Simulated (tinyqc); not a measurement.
Global model of a low-pressure process discharge: electron temperature, density, ion flux and ion energy. From T_e back to ionisation energy E_iz. Computed by tinyqc, a small Python program. Command: `OMP_NUM_THREADS=1 python tinyqc.py 3114384 3114385 out.jsonl plasma inv`. One thread of a shared host (Intel(R) Xeon(R) Processor @ 2.30GHz), about 0.01 s of CPU time with the checks.

Maxwellian electrons with temperature T_e in eV, one positive ion, no negative ions, uniform bulk density n; rate constants have the Arrhenius form.

Inputs (values chosen for the exercise, of the order of those of an inductive discharge in a simple atomic gas):

| quantity | value | unit |
|---|---|---|
| ion mass M | 40 | u |
| ionisation prefactor K0 | 5.8e-14 | m^3/s |
| ion-neutral cross section | 1.1e-18 | m^2 |
| pressure p | 0.76 | Pa |
| gas temperature T_g | 600 | K |
| radius R | 21 | cm |
| height L | 19 | cm |

Constants: k_B = 1.380649e-23 J/K; e = 1.602176634e-19 C; u = 1.6605390666e-27 kg.

Method:
- n_g = p/(k_B T_g); lambda_i = 1/(n_g sigma); h_L = 0.86/sqrt(3 + L/(2 lambda_i)), h_R = 0.8/sqrt(4 + R/lambda_i); A_eff = 2 pi R^2 h_L + 2 pi R L h_R; d_eff = pi R^2 L/A_eff.
- Particle balance: K0 exp(-E_iz/T_e) n_g d_eff = u_B, u_B = sqrt(e T_e/M).
- Root found by bracketing.

Task: A run gave the result below. Find the ionisation energy E_iz, known to lie between 12 and 28 eV.

T_e = 2.903579 eV

Result:

Each step takes the trial c = (a f_b - b f_a)/(f_b - f_a), f being the result less the target and a, b, c the logarithms of the listed values; c replaces end b, the old b replaces a if the sign of f changed, and otherwise f_a is halved.

Scan of the range:

| ionisation energy E_iz (eV) | T_e (eV) |
|---|---|
| 12.0 | 1.86824 |
| 13.8 | 2.17414 |
| 15.9 | 2.53571 |
| 18.3 | 2.95447 |
| 21.1 | 3.44967 |
| 24.3 | 4.02345 |
| 28.0 | 4.69618 |

False position (Illinois rule, in the logarithm of the input) inside the bracket:

| step | end a | end b | trial | T_e (eV) |
|---|---|---|---|---|
| 1 | 15.9000 | 18.3000 | 17.9900 | 2.90007 |
| 2 | 18.3000 | 17.9900 | 18.0098 | 2.90355 |
| 3 | 18.3000 | 18.0098 | 18.0102 | 2.90361 |
| 4 | 18.0098 | 18.0102 | 18.0100 | 2.90358 |

T_e rises at every point of a 13-point scan of the range (every second point is shown), so one value fits; it is bracketed by 15.9 and 18.3. Answer: ionisation energy E_iz = 18.01 eV.
